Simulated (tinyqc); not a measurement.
From results back to parameters: recursion (Haydock) method for the local density of states: surface site of a square lattice. Two cases, with inputs chosen for the exercise.

Problem. A local density has moments mu1 = a0, mu2 = a0^2 + b1^2 and, for a1 = a2 = 0, mu4 = a0^4 + 3 a0^2 b1^2 + b1^4 + b1^2 b2^2; b1^2 = (number of neighbours) t^2. The moments come from a hidden site.

Case 1.

Values chosen: t = 1.31 eV (hopping).

mu1, mu2, mu4 (eV^n): 0.00000  5.14830  58.89998

Case 2.

Values chosen: t = 0.63 eV (hopping).

mu1, mu2, mu4 (eV^n): 0.00000  1.19070  3.15059

Find: a0, b1, b2; neighbours.

Solution. Take the moments in turn: mu1 gives a0, mu2 gives b1, mu4 gives b2.

Case 1.

a0, b1, b2 (eV): 0.000  2.269  2.508

neighbours = 3

Case 2.

a0, b1, b2 (eV): 0.000  1.091  1.206

neighbours = 3

Computed by tinyqc, one run a case: `OMP_NUM_THREADS=1 python tinyqc.py N N+1 out.jsonl` with N = 1481091, 1481212; one thread of a shared Intel(R) Xeon(R) Processor @ 2.30GHz, about 0.01 s a run at most.
